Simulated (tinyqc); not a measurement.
Thickness series: competing polymorphs of an oxide film: bulk, surface, grain-boundary, dopant and field terms. Computed by tinyqc, a small Python program. Command: `OMP_NUM_THREADS=1 python tinyqc.py 3029695 3029696 out.jsonl polymorph walk`. One thread of a shared host (Intel(R) Xeon(R) Processor @ 2.30GHz), about 0.01 s of CPU time with the checks.

Phases: monoclinic m (reference), polar orthorhombic o, tetragonal t. Free energies per formula unit (f.u.); 1 J/m^2 x angstrom^3/nm = 6.241509 meV.

Inputs (values chosen for the exercise, for a model oxide):
```
quantity                                    value          unit
energy of the polar phase o over m           47.1      meV/f.u.
energy of the tetragonal phase t over m       111      meV/f.u.
entropy of o over m                        0.0063  meV/(f.u. K)
entropy of t over m                          0.05  meV/(f.u. K)
surface energy of m                          2.61         J/m^2
surface energy of o                          2.26         J/m^2
surface energy of t                          2.05         J/m^2
grain-boundary energy over surface energy    0.78             -
volume per formula unit Omega                34.9    angstrom^3
grain radius R                                4.6            nm
temperature T                                 900             K
dopant content x                              1.6             %
shift of o per % of dopant                   -7.1      meV/f.u.
shift of t per % of dopant                    -18      meV/f.u.
width sigma of ln R                          0.37             -
interlayer thickness (SiO2)                  0.88            nm
```

Geometry: columnar grains in a film.

permittivities of m, o, t: 19  29  35

Method:
- Bulk term b = H - T S + (shift) x, zero for m. The undoped bulk turns from m to t at T = H_t/S_t.
- With G = b + gamma Omega A (b the bulk free energy per formula unit, A the area per volume), two phases i, j cross at A_ij = (b_j - b_i)/(Omega (gamma_i - gamma_j)); o has a window only if A_mo < A_ot.
- Area per volume: A = 2/h + f_b/R (two free faces; the side wall 2/R is shared by two grains and carries f_b gamma); G = b + gamma Omega A.
- Grain radii are log-normal by volume with median R and width sigma; the share with A above A* is that with radius below R*, R* = f_b/(A* - 2/h) (all grains if A* <= 2/h), share = (1/2) erfc[-ln(R*/R)/(sqrt 2 sigma)]. Effective permittivity of a layer of thickness h built of such grains, taken in parallel: sum of share x eps; EOT = interlayer + 3.9 h/eps.
- The median radius is held at R.

b (meV/f.u.): m 0.00, o 30.07, t 37.20

A_mo = 0.394412 1/nm

A_ot = 0.155867 1/nm

A_mt = 0.304958 1/nm

Against thickness:
```
h (nm)  A at R (1/nm)  share m  share o  share t     eps  EOT (nm)
3             0.83623  0.00000        0   1.0000  35.000    1.2143
4             0.66957  0.00000        0   1.0000  35.000    1.3257
6             0.50290  0.00000        0   1.0000  35.000    1.5486
8             0.41957  0.00116        0   0.9988  34.981    1.7719
11            0.35138  0.19362        0   0.8064  31.902    2.2247
15            0.30290  0.51301        0   0.4870  26.792    3.0635
22            0.26047  0.73553        0   0.2645  23.231    4.5733
35            0.22671  0.84744        0   0.1526  21.441    7.2463
```

From 3 to 35 nm the share of t goes from 1.00 to 0.15 and that of m from 0.00 to 0.85; o stays under 2 %. A at the median radius runs from 0.836 down to 0.227 1/nm, against the crossings A_mo = 0.394, A_ot = 0.156 and A_mt = 0.305; the majority phase is t in the thinnest film and m in the thickest.

Extremes, crossings and ranges named in words are read from the listed rows.
